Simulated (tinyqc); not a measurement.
Raising U: Hubbard ring of 6 sites, mean field against exact. Computed by the program tinyqc. Collinear unrestricted mean field (the lowest of 40 random starts) against exact diagonalisation.

one-body matrix (hopping and site energies) (eV):
```
         1        2        3        4        5        6
1  -0.0300  -1.8000   0.0000   0.0000   0.0000  -1.8000
2  -1.8000   0.3100  -1.8000   0.0000   0.0000   0.0000
3   0.0000  -1.8000  -0.4900  -1.8000   0.0000   0.0000
4   0.0000   0.0000  -1.8000   0.3100  -1.8000   0.0000
5   0.0000   0.0000   0.0000  -1.8000   0.3600  -1.8000
6  -1.8000   0.0000   0.0000   0.0000  -1.8000   0.1600
```

electrons, up and down: 3  2

Exact and mean-field results (eV):

| U | U/t | E exact | E mean field | mean \|n_up - n_down\| | double occupancy, exact | first gap in the sector |
|---|---|---|---|---|---|---|
| 0.900 | 0.500 | -11.42346 | -11.38730 | 0.169 | 0.156 | 0.273 |
| 1.800 | 1.000 | -10.62510 | -10.48048 | 0.185 | 0.140 | 0.239 |
| 3.600 | 2.000 | -9.27448 | -8.71251 | 0.245 | 0.111 | 0.182 |
| 5.400 | 3.000 | -8.21890 | -7.06402 | 0.368 | 0.086 | 0.138 |
| 7.200 | 4.000 | -7.40518 | -5.86599 | 0.616 | 0.066 | 0.107 |
| 10.800 | 6.000 | -6.28965 | -4.66196 | 0.744 | 0.040 | 0.069 |
| 14.400 | 8.000 | -5.59401 | -4.05364 | 0.785 | 0.026 | 0.049 |
| 21.600 | 12.000 | -4.80562 | -3.44471 | 0.812 | 0.013 | 0.030 |
| 36.000 | 20.000 | -4.11810 | -2.95739 | 0.826 | 4.92e-03 | 0.016 |

What does the comparison show, and why?

In absolute terms mean field is worst at U/t = 6.0, 1.628 eV too high: at small U it is nearly exact, and at large U it still misses the motion of the hole through a fluctuating spin background. Relative to the exact energy its error is 0.3 % at the smallest U, 28 % at most and 28 % at the largest. The double occupancy falls from 0.156 to 0.005.
